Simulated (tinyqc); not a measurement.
Range and order of the fit: effective mass of the heavy-hole band from tabulated energies.

c = hbar^2/2m0. A uniform scatter of up to 0.1 meV has been added to mimic numerical noise.
Constants: hbar^2/2m0 = 3.80998211 eV angstrom^2.

Energies along [110], from the band edge downward:

| k (1/angstrom) | E (meV) |
|---|---|
| 0.000000 | 0.00000 |
| 0.008500 | 0.70710 |
| 0.017000 | 2.95210 |
| 0.025500 | 6.52530 |
| 0.034000 | 11.33150 |
| 0.042500 | 17.22620 |
| 0.051000 | 23.99890 |
| 0.059500 | 31.49060 |
| 0.068000 | 39.52350 |

reference mass (curvature of the model at k = 0.0001 1/angstrom) = 0.376061 m0

Least-squares fits of E = a k^2 (+ b k^4 + d k^6) over points 1 to n, and the line y = c k^2/E against E; errors of m against the reference.

Results:

| n | E at point n (meV) | one term (%) | two terms (%) | three terms (%) | line (%) | rms residual, one term (meV) |
|---|---|---|---|---|---|---|
| 3 | 6.5 | 0.69 | -1.38 | 6.03 | 2.42 | 0.030 |
| 4 | 11.3 | 2.60 | -1.83 | -0.93 | 1.20 | 0.083 |
| 5 | 17.2 | 4.89 | -1.61 | -1.87 | 0.50 | 0.180 |
| 6 | 24.0 | 7.63 | -1.36 | -1.85 | 0.00 | 0.343 |
| 7 | 31.5 | 10.76 | -0.90 | -1.90 | -0.40 | 0.578 |
| 8 | 39.5 | 14.26 | -0.27 | -1.84 | -0.74 | 0.897 |

What can be read from this table?

The error of the parabola goes from +0.69 to +14.26 % as the range widens, and at n = 8 its residual, 0.90 meV, is only 2.3 % of the top energy: a small residual does not vouch for the mass. Over the full range (n = 8) the best form is two terms (0.27 %); the line errs by +2.42 % at n = 3 and -0.74 % at n = 8. Many terms on few points amplify the scatter: three terms err by +6.0 % at n = 3 but by -1.8 % at n = 8.

(tinyqc, `OMP_NUM_THREADS=1 python tinyqc.py 1850305 1850306 out.jsonl`, Intel(R) Xeon(R) Processor @ 2.30GHz, 1 thread, shared host, about 0.01 s.)
